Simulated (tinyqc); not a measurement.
Gupta-type many-body potential for a metal: one step, computed by the program tinyqc. Command: `OMP_NUM_THREADS=1 python tinyqc.py 3006310 3006311 out.jsonl gupta walk`. One thread of a shared host (Intel(R) Xeon(R) Processor @ 2.30GHz), about 0.02 s of CPU time with the checks.

E_i = sum_j A exp(-p (r_ij/r0 - 1)) - xi rho_i^gamma, with rho_i = sum_j exp(-2 q (r_ij/r0 - 1)); gamma = 1/2 is the tight-binding second-moment form. The crystal is fcc unless stated; d is the neighbour distance and a fixed number of shells is kept.

Question. Shell terms at equilibrium. fcc shells: d sqrt(k), k = 1..5, with 12, 6, 24, 12, 24 atoms; Omega = d^3/sqrt2. Repulsion and density of one neighbour in each shell, and their sums.

Inputs (values chosen for the exercise, for a model metal): repulsion A = 0.0974 eV; decay p = 9.36; decay q = 3.65; reference distance r0 = 3.501 angstrom; shells kept = 5.

neighbour distance d = 3.433941 angstrom

Give: Shells; repulsive energy; density rho.

Answer.

Shells:
```
shell  count  r (angstrom)  repulsion (eV)    density
1         12         3.434       1.165e-01  1.150e+00
2          6         4.856       2.600e-03  5.925e-02
3         24         5.948       1.405e-04  6.086e-03
4         12         6.868       1.200e-05  8.935e-04
5         24         7.679       1.374e-06  1.648e-04
```

repulsive energy = 1.417 eV

density rho = 14.32
